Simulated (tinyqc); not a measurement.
Worked calculation (part 2 of 2): MP2 on RHF in the sto-3g basis, for BeH2, spin multiplicity 1. Computed by tinyqc, a small Python program that keeps every step (integrals from PySCF). Command: `OMP_NUM_THREADS=1 python tinyqc.py 29076 29077 out.jsonl` (the two numbers bound the seeds that draw the settings). One thread of a shared host (Intel(R) Xeon(R) Processor @ 2.60GHz), about 0.1 s of CPU time with the checks.

Geometry (angstrom):
```
atom         x          y         z
Be    0.000000   0.000000  0.000000
H     0.000000   1.439000  0.176000
H     0.000000  -1.411000  0.173000
```

## Second-order Moller-Plesset energy

orbital energies (hartree): MO1 -4.525316, MO2 -0.439579, MO3 -0.397960, MO4 0.206220, MO5 0.213495, MO6 0.427730, MO7 0.810492

Hartree-Fock energy = -15.54443888 hartree

Given earlier and not repeated: Two-electron integrals over orbitals (pq|rs).

E2 = sum_ijab (ia|jb) [2 (ia|jb) - (ib|ja)] / (e_i + e_j - e_a - e_b) over occupied i, j and virtual a, b; the opposite-spin part is (ia|jb)^2 / denominator, the rest is same-spin, and SCS-MP2 scales them by 6/5 and 1/3.

Terms (the 40 largest of 90):
```
i  j  a  b    (ia|jb)    (ib|ja)  denominator       term
3  3  6  6   0.083095   0.083095    -1.651380  -0.004181
2  2  6  6   0.079227   0.079227    -1.734618  -0.003619
2  3  6  7   0.072399   0.059655    -2.075761  -0.002970
3  2  7  6   0.072399   0.059655    -2.075761  -0.002970
3  3  7  7   0.084354   0.084354    -2.416904  -0.002944
2  2  4  4   0.048317   0.048317    -1.291598  -0.001807
2  2  5  5   0.048131   0.048131    -1.306148  -0.001774
3  2  6  7   0.059655   0.072399    -2.075761  -0.001348
2  3  7  6   0.059655   0.072399    -2.075761  -0.001348
2  2  7  7   0.057172   0.057172    -2.500142  -0.001307
2  3  4  7  -0.018781  -0.013201    -1.854251  -0.000247
3  2  7  4  -0.018781  -0.013201    -1.854251  -0.000247
3  3  4  4   0.015948   0.015948    -1.208360  -0.000210
3  3  5  5   0.013744   0.013744    -1.222911  -0.000154
3  3  4  6  -0.012402  -0.012402    -1.429870  -0.000108
3  3  6  4  -0.012402  -0.012402    -1.429870  -0.000108
1  1  6  6   0.024882   0.024882    -9.906093  -0.000063
3  2  4  7  -0.013201  -0.018781    -1.854251  -0.000054
2  3  7  4  -0.013201  -0.018781    -1.854251  -0.000054
3  3  7  6   0.009302   0.009302    -2.034142  -0.000043
3  3  6  7   0.009302   0.009302    -2.034142  -0.000043
2  1  5  5   0.015037   0.015037    -5.391886  -0.000042
1  2  5  5   0.015037   0.015037    -5.391886  -0.000042
2  2  6  7  -0.009384  -0.009384    -2.117380  -0.000042
2  2  7  6  -0.009384  -0.009384    -2.117380  -0.000042
1  1  7  7   0.019676   0.019676   -10.671617  -0.000036
2  1  4  4   0.013959   0.013959    -5.377336  -0.000036
1  2  4  4   0.013959   0.013959    -5.377336  -0.000036
1  1  4  4   0.016518   0.016518    -9.463073  -0.000029
1  1  5  5   0.015761   0.015761    -9.477623  -0.000026
2  2  6  4  -0.004299  -0.004299    -1.513108  -0.000012
2  2  4  6  -0.004299  -0.004299    -1.513108  -0.000012
2  1  7  7   0.007760   0.007760    -6.585880  -0.000009
1  2  7  7   0.007760   0.007760    -6.585880  -0.000009
3  2  7  7  -0.004521  -0.004521    -2.458523  -0.000008
2  3  7  7  -0.004521  -0.004521    -2.458523  -0.000008
2  3  6  6   0.002957   0.002957    -1.692999  -0.000005
3  2  6  6   0.002957   0.002957    -1.692999  -0.000005
3  2  5  5   0.002194   0.002194    -1.264529  -3.81e-06
2  3  5  5   0.002194   0.002194    -1.264529  -3.81e-06
```

Pair energies (hartree; pair i-j sums ij and ji):
```
pair  opposite spin  same spin
1-1       -0.000155          0
2-1       -0.000194  -8.53e-09
2-2       -0.008620          0
3-1       -0.000006  -2.48e-06
3-2       -0.009089  -0.000190
3-3       -0.007795          0
```

MP2 correlation energy = -0.02605194 hartree

SCS-MP2 correlation energy = -0.03109546 hartree

MP2 total energy = -15.57049083 hartree
